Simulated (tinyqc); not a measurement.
Inside a calculation. Method: Hubbard ring of 4 sites. Computed by tinyqc, a small Python program that keeps every step. Settings: hopping = 1.99, U = 11.6, mixing = 1, iteration cap = 67. Command: `OMP_NUM_THREADS=1 python tinyqc.py 30674 30675 out.jsonl` (the two numbers bound the seeds that draw the settings). One thread of a shared host (Intel(R) Xeon(R) Processor @ 2.60GHz), about 0.2 s of CPU time with the checks.

one-body matrix (hopping and site energies) (eV), order 1, 2, 3, 4:
```
[[-0.5400, -1.9900, 0.0000, -1.9900],
 [-1.9900, 0.1500, -1.9900, 0.0000],
 [0.0000, -1.9900, 0.7000, -1.9900],
 [-1.9900, 0.0000, -1.9900, 0.6100]]
```

U = 11.6000 eV

electrons, up and down: [3, 2]

n(up) at the start (a guess, not normalised): [0.8000, 0.7000, 0.8000, 0.7000]

n(down) at the start (a guess): [0.4500, 0.5500, 0.4500, 0.5500]

Each step fills the lowest levels of T + U n(other spin) and sets n(new) = n + mixing (n(out) - n); stop when output and input agree to 1e-8.

Course of the cycle:
```
iteration     E (eV)  largest |n(out) - n(in)|  mean |n_up - n_down|
1          10.288178                  2.84e-01                0.3120
2           9.654167                  2.02e-01                0.4296
3           9.531335                  2.50e-01                0.5055
4          10.004927                  3.39e-01                0.4990
5          10.328048                  5.40e-01                0.5556
6          12.096899                  6.96e-01                0.4431
7          11.999804                  7.33e-01                0.4965
8          13.507019                  8.47e-01                0.4301
9          13.449206                  8.46e-01                0.4256
10         13.752455                  8.64e-01                0.4239
11         13.860805                  8.63e-01                0.4047
...              ...                       ...                   ...
57         14.272748                  8.65e-01                0.3839
58         13.740995                  8.65e-01                0.4130
59         14.272753                  8.65e-01                0.3839
60         13.740994                  8.65e-01                0.4130
61         14.272756                  8.65e-01                0.3839
62         13.740994                  8.65e-01                0.4130
63         14.272758                  8.65e-01                0.3839
64         13.740994                  8.65e-01                0.4130
65         14.272760                  8.65e-01                0.3839
66         13.740994                  8.65e-01                0.4130
67         14.272760                  8.65e-01                0.3839
```

Can the last value be used, and what does the course show?

Not by the stop rule. Not converged within 67 iterations: the residual has stopped falling: the iteration swings between two states. The lowest mean-field energy found from random starts is 8.34842 eV. Reruns (cap 100 unless said): mixing 0.2: not converged; mixing 0.5: converged in 81 to a higher stationary point (E = 8.53815); mixing 0.9: converged in 44 to a higher stationary point (E = 8.53815); the original settings with a cap of 400: not converged.
